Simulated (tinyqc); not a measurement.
Capillary instabilities by surface diffusion: grooving and agglomeration of films, edge retraction, wire break-up and smoothing of roughness: one step, computed by the program tinyqc.

Isotropic surface energy; shapes change by surface diffusion alone.

Problem. Will grooves cut through? Groove angle beta: sin(beta) = gamma_b/(2 gamma). For circular grains of radius R with spherical caps the groove ends (measured from the mean surface) at the depth R g(beta), g = (2 - 3 cos beta + cos^3 beta)/(3 sin^3 beta). The film parts if R [g(beta_s) + g(beta_i)] > h.

Inputs (values chosen for the exercise, for a model film):
```
quantity                       value   unit
surface energy gamma_s          3.43  J/m^2
grain-boundary energy gamma_b    1.3  J/m^2
interface energy gamma_i         2.7  J/m^2
film thickness h                  60     nm
grain radius R                   270     nm
```

Grooves: at the surface and the interface.

Give: beta_s; beta_i; sum of g; critical R/h; final depth over h.

Solution.

beta_s = 10.924 degrees

beta_i = 13.930 degrees

sum of g = 0.10934

critical R/h = 9.1456

final depth over h = 0.49204

The grooves stop short by this estimate; triple junctions groove deeper and may still open.
